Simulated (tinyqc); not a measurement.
From one set of inputs to another, one input at a time: carrier lifetime from Shockley-Read-Hall, radiative, Auger and surface recombination. Computed by tinyqc, a small Python program. Command: `OMP_NUM_THREADS=1 python tinyqc.py 3002772 3002773 out.jsonl lifetime ladder`. One thread of a shared host (Intel(R) Xeon(R) Processor @ 2.30GHz), about 0.02 s of CPU time with the checks.

Energies are counted from the top of the valence band. Boltzmann statistics, full ionisation, and equal excess densities of electrons and holes.

The inputs printed are set A. Inputs not listed in the table keep their values of set A, so the rows need not describe a real material.

Inputs (values chosen for the exercise, with bands modelled on ZnO):
```
quantity                          value        unit
gap E_g                             3.4          eV
electron mass m_e                 0.281         m_0
valleys M_c                           1           -
hole mass m_h                      0.83         m_0
temperature T                       350           K
doping N                        5.1e+15       cm^-3
trap level E_t                    0.713          eV
trap density N_t                5.9e+13       cm^-3
electron cross-section sigma_n  1.1e-15        cm^2
hole cross-section sigma_p        5e-15        cm^2
radiative coefficient B         4.4e-10      cm^3/s
Auger coefficient C_n           5.6e-32      cm^6/s
Auger coefficient C_p           7.6e-31      cm^6/s
excess density dn               1.1e+14       cm^-3
generation rate G               8.9e+19  cm^-3 s^-1
diffusion coefficient D             2.4      cm^2/s
surface velocity S                   15        cm/s
thickness W                         190  micrometre
```

Doping: n-type. Surface term: two equal surfaces.

Constants: m_0 = 9.1093837015e-31 kg; k_B = 1.380649e-23 J/K; h = 6.62607015e-34 J s; k_B = 8.617333262e-05 eV/K.

Method:
- N_c = 2 M_c (2 pi m_e k_B T/h^2)^(3/2) and N_v = 2 (2 pi m_h k_B T/h^2)^(3/2), masses in units of m_0.
- n_i = sqrt(N_c N_v) exp(-E_g/2 k_B T); majority density N/2 + sqrt(N^2/4 + n_i^2), minority density n_i^2 over it.
- v = sqrt(3 k_B T/m) with m_e or m_h; tau_n0 = 1/(sigma_n v_n N_t), tau_p0 = 1/(sigma_p v_p N_t); n1 = N_c exp(-(E_g - E_t)/k_B T), p1 = N_v exp(-E_t/k_B T).
- The slowest diffusion mode has x tan x = S W/(2 D) with 0 < x < pi/2 (bisection), and tau_s = W^2/(4 x^2 D). The common approximation is W/(2 S) + W^2/(pi^2 D).
- With n = n_0 + dn, p = p_0 + dn and U/dn = 1/tau: (n p - n_i^2)/dn = n_0 + p_0 + dn = s; 1/tau_SRH = s/[tau_p0 (n + n1) + tau_n0 (p + p1)]; 1/tau_rad = B s; 1/tau_Aug = (C_n n + C_p p) s; the rates add, with 1/tau_s.
- Radiative efficiency = tau_eff/tau_rad; effective diffusion length = sqrt(D tau_eff).
- dn solves dn/tau_eff(dn) = G (60 bisections in ln dn between 1e-2 and 1e22 cm^-3); the splitting of the quasi-Fermi levels is k_B T ln(n p/n_i^2).

Each row keeps all changes above it; columns: (1) input moved; (2) from; (3) to; (4) tau_SRH at dn (s); (5) quasi-Fermi splitting under G (eV); (6) effective diffusion length at dn (micrometre):
```
(1)                                 (2)      (3)         (4)     (5)     (6)
set A                                 -        -  2.5848e-07  2.7615  6.2405
Auger coefficient C_p (cm^6/s)  7.6e-31  4.1e-30  2.5848e-07  2.7615  6.2405
trap density N_t (cm^-3)        5.9e+13  1.9e+12  8.0264e-06  2.7909  9.9616
generation rate G (cm^-3 s^-1)  8.9e+19    6e+20  8.0264e-06  2.8487  9.9616
excess density dn (cm^-3)       1.1e+14  6.7e+15  1.9018e-05  2.8487  6.7635
surface velocity S (cm/s)            15    29000  1.9018e-05  2.8479  6.7233
thickness W (micrometre)            190      3.2  1.9018e-05  2.7331  1.4645
trap level E_t (eV)               0.713     2.74  1.9018e-05  2.7331  1.4645
```

tau_SRH at dn goes from 2.58e-7 to 1.90e-5, a factor 73.6 in all. The largest single move comes from trap density N_t (a factor 31.1). quasi-Fermi splitting under G goes from 2.76 to 2.73, a factor 0.9897 in all. The largest single move comes from thickness W (a factor 0.960), and generation rate G works against it (a factor 1.021). Effective diffusion length at dn goes from 6.24 to 1.46, a factor 0.235 in all. The largest single move comes from thickness W (a factor 0.218), and trap density N_t works against it (a factor 1.60). The single moves hold for this order of the switches; the total does not depend on the order.

Caution (rows excess density dn, surface velocity S, thickness W, trap level E_t): beyond low injection D should be the ambipolar coefficient. Caution (rows surface velocity S): the layer is thicker than two bulk diffusion lengths: adding 1/tau_s describes the late decay, and understates the surface loss in a steady state.

Extremes, crossings and ranges named in words are read from the listed rows.
